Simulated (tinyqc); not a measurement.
Scattering of inversion-layer electrons by surface optical phonons of the gate insulator (remote phonon scattering): one step, computed by the program tinyqc.

One subband with the Fang-Howard envelope; insulator and channel are half-spaces, the gate is far away, and an interlayer only moves the polar surface away by t (its own modes and its permittivity contrast are left out).

Question. Surface modes and strengths. eps(w) = eps_inf + (eps_0s - eps_i) w1^2/(w1^2 - w^2) + (eps_i - eps_inf) w2^2/(w2^2 - w^2). Surface modes solve eps(w) + eps_s = 0, a quadratic in w^2; the strength of a mode is g = 2/(w d eps/dw). Occupation N = 1/(exp(hbar w/(k_B T)) - 1).

Inputs (values chosen for the exercise, modelled on AlN on silicon): static constant of the insulator eps_0s = 9.04; intermediate constant eps_i = 7.2; optical constant eps_inf = 4.79; hbar omega_TO1 = 81.1 meV; hbar omega_TO2 = 87.6 meV; constant of the channel eps_s = 11.7; temperature T = 300 K.

Constants: k_B = 8.617333262e-05 eV/K.

Give: hbar omega_SO; strengths g; occupations N; hbar omega g (2 N + 1).

Answer.

hbar omega_SO (meV): 1 82.95, 2 96.05

strengths g: 1 0.00091, 2 0.01152

occupations N: 1 0.04211, 2 0.02496

hbar omega g (2 N + 1) (meV): 1 0.081, 2 1.162

The upper mode has the larger hbar omega g N, the prefactor of absorption before the dependence on q: 0.00316 and 0.0276 meV.
